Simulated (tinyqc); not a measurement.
# On-chip interconnect, size-dependent resistivity and RC delay: what changes with what

A rectangular line between two neighbours and two ground planes. Surface and grain-boundary scattering are added to the bulk resistivity as corrections; capacitances are parallel-plate values without fringing; inductance is ignored.

Inputs (values chosen for the exercise); metal values close to those of copper:

| symbol | value | unit | meaning |
|---|---|---|---|
| rho0 | 1.69 | uohm cm | bulk resistivity |
| lam | 41 | nm | bulk mean free path |
| ps | 0 |  | specular share of surface scattering |
| Rg | 0.3 |  | reflection coefficient of grain boundaries |
| gr | 2 |  | grain size over the metal width |
| wd | 32 | nm | drawn line width |
| AR | 2.2 |  | aspect ratio, height over width |
| tl | 1.1 | nm | liner on both walls and the bottom, not conducting |
| sp | 64 | nm | space to the neighbouring lines |
| hd | 75 | nm | dielectric height to the planes above and below |
| ek | 2.5 |  | relative permittivity of the dielectric |
| Mf | 1 |  | Miller factor of the neighbours |
| Rd | 1400 | ohm | driver resistance |
| Cl | 0.32 | fF | load capacitance |
| rho2 | 5.36 | uohm cm | bulk resistivity of the second metal (close to tungsten) |
| lam2 | 15.8 | nm | mean free path of the second metal |
| tl2 | 0.2 | nm | liner of the second metal |

Constants: eps0 = 8.8541878128e-12 F/m. Results are converted to the units shown.

Each table varies one quantity; the others keep the values above.

## Delay against the line length

Metal width x = wd - 2 tl, height y = AR wd - tl; grain boundaries (Mayadas-Shatzkes): al = (lam/(gr x)) Rg/(1 - Rg), g = 1/[1 - 3 al/2 + 3 al^2 - 3 al^3 ln(1 + 1/al)] - 1; surfaces (Fuchs-Sondheimer, thick limit): s = (3/8) lam (1 - ps)(1/x + 1/y); rho = rho0 (1 + g + s); r = rho/(x y); c = eps0 ek (2 wd/hd + 2 Mf AR wd/sp). Elmore delay tE = Rd (c Lw + Cl) + r Lw (c Lw/2 + Cl); t50 is the time at which the far end of a ladder of 30 pi sections (half capacitances at both ends, Cl at the far end, a step applied through Rd) reaches half the step; line share r Lw/(Rd + r Lw); estimate 0.69 Rd (c Lw + Cl) + 0.38 r c Lw^2 + 0.69 r Lw Cl.

The same in every row: rho (uohm cm) = 3.645; r (ohm/um) = 17.65; c (fF/um) = 0.06759.

Delay against the line length:
```
Lw (um)	tE (ps)	t50 (ps)	estimate (ps)	line share of the resistance (%)
1	0.5489	0.3806	0.3788	1.245
3	0.7542	0.5240	0.5208	3.644
7	1.179	0.8226	0.8156	8.109
20	2.692	1.899	1.874	20.14
50	6.953	4.993	4.902	38.66
100	16.44	12.02	11.76	55.77
400	136.0	102.2	100.5	83.45
1000	697.2	527.2	522.8	92.65
3000	5669	4293	4287	97.42
```

As Lw goes from 1 to 3000, r stays at 17.6 ohm/um, c stays at 0.0676 fF/um and t50 rises from 0.381 to 4290 ps. t50/tE lies between 0.693 and 0.757, and the estimate is within 2.1 % of t50. The delay goes as Lw^(0.29) for the shortest lines and Lw^(1.91) for the longest; the line resistance equals Rd at 79.3 um.

## Two metals against line width

Metal width x = wd - 2 tl, height y = AR wd - tl; grain boundaries (Mayadas-Shatzkes): al = (lam/(gr x)) Rg/(1 - Rg), g = 1/[1 - 3 al/2 + 3 al^2 - 3 al^3 ln(1 + 1/al)] - 1; surfaces (Fuchs-Sondheimer, thick limit): s = (3/8) lam (1 - ps)(1/x + 1/y); rho = rho0 (1 + g + s); r = rho/(x y). The second metal has rho2, lam2 and tl2 in place of rho0, lam and tl; ps, Rg, gr and AR are shared.

Two metals against line width:
```
wd (nm)	rho, first (uohm cm)	rho, second (uohm cm)	r, first (ohm/um)	r, second (ohm/um)	ratio second/first
5	20.76	20.68	7490	4162	0.5557
6.5	14.40	16.98	2536	1974	0.7782
8	11.24	14.72	1175	1113	0.9475
10	8.881	12.80	544.7	611.5	1.123
13	6.944	11.05	233.8	308.8	1.321
17	5.561	9.695	103.5	157.0	1.517
22	4.606	8.702	49.18	83.58	1.700
30	3.783	7.807	20.96	40.08	1.912
45	3.060	6.989	7.303	15.86	2.172
70	2.561	6.407	2.470	5.986	2.423
120	2.194	5.971	0.7085	1.893	2.671
```

The resistivity of the first metal falls from 20.8 to 2.19 uohm cm and that of the second goes from 20.7 to 5.97 uohm cm as the line widens. The products rho0 lam, which set the size effect, are 69.3 and 84.7 uohm cm nm. The two resistances cross at wd = 8.55 nm: below it the second metal gives the lower line resistance. For widths well under the mean free path the thick-limit surface term is only a guide.

Range of the model: The metal width is under the mean free path, where the thick-limit surface term and the simple sum of corrections lose accuracy.

tinyqc, about 0.01 s, one thread, Intel Xeon 2.30GHz (shared host): `OMP_NUM_THREADS=1 python tinyqc.py 2100075 2100076 out.jsonl`
